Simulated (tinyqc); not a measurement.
# Programming of a floating-gate cell by Fowler-Nordheim tunnelling, step by step

tinyqc, about 0.01 s, one thread, Intel Xeon 2.30GHz (shared host): `OMP_NUM_THREADS=1 python tinyqc.py 2130091 2130092 out.jsonl` Printed values are rounded.

Per tunnel area the floating gate has Ctun = 3.9 eps0/tox to the channel (0 V) and Ccg to the control gate, Ct = Ctun/(1 - ag), no other coupling. With the threshold shift U = -Q/Ccg the field is F = ag (Vg - U)/tox, and dU/dt = J/Ccg. Fowler-Nordheim: J = A F^2 exp(-B/F), A = q^2/(16 pi^2 hbar mo phi) (times 1e14 for A/cm^2 with F in V/nm, emitter mass m0), B = (4/3) sqrt(mo/C) phi^1.5, C = hbar^2/(2 m0).

Values chosen for this exercise; oxide values close to those of silicon dioxide:
- phi = 3.13 eV (tunnel barrier)
- mo = 0.46 m0 (tunnelling mass)
- tox = 8.1 nm (tunnel oxide thickness)
- ag = 0.6 (coupling ratio Ccg/Ct)
- ar = 1600 nm^2 (tunnel area)
- Vt0 = -2.5 V (threshold shift at the start)
- Vg = 12.4 V (control-gate voltage)
- dt = 23 us (time step)
- n = 10 (steps)

Constants: q = 1.602176634e-19 C, hbar = 1.054571817e-34 J s, m0 = 9.1093837015e-31 kg, eps0 = 8.8541878128e-14 F/cm where lengths are in cm, hbar^2/(2 m0) = 0.0380998212 eV nm^2. Results are converted to the units shown.

Range of the model: Programming fields of 10 MV/cm and more wear the oxide; trapping and the channel potential are ignored.

## Constants of the cell

A, B, Ccg = ag Ct, the starting field and current, K = A B ag/(Ccg tox), and the knee time t0 = exp(B/F(0))/K.

A = 1.07059e8 A cm^-2 (V/nm)^-2
B = 25.6550 V/nm
Ccg = 0.639469 uF/cm^2
F(0) = 1.10370 V/nm
J(0) = 0.0104802 A/cm^2
K = 3.18157e14 1/s
t0 = 39.1125 us
electrons for 1 V of shift = 63.8600

## Explicit time steps against the exact solution

U(new) = U + dt J(F(U))/Ccg. Exact: exp(B/F(t)) = exp(B/F(0)) + K t, K = A B ag/(Ccg tox), and U = Vg - tox F/ag.

```
step	t (us)	F (V/nm)	J (A/cm^2)	U by steps (V)	U exact (V)
0	0	1.10370	0.0104802	-2.50000	-2.50000
1	23	1.07578	0.00544627	-2.12305	-2.20931
2	46	1.06127	0.00382559	-1.92717	-2.01773
3	69	1.05108	0.00296833	-1.78957	-1.87558
4	92	1.04317	0.00242991	-1.68281	-1.76298
5	115	1.03670	0.00205818	-1.59541	-1.66998
6	138	1.03121	0.00178537	-1.52138	-1.59092
7	161	1.02646	0.00157631	-1.45717	-1.52225
8	184	1.02226	0.00141087	-1.40047	-1.46163
9	207	1.01850	0.00127662	-1.34973	-1.40741
10	230	1.01510	0.00116548	-1.30381	-1.35841
```

The steps run ahead by 86.3 mV after the first and 54.6 mV after the last, as each uses the larger current of its start; the step is 0.59 of the knee time t0. The overshoot lowers the field, so later steps gain less than the exact curve and the error ends smaller than after the first step.
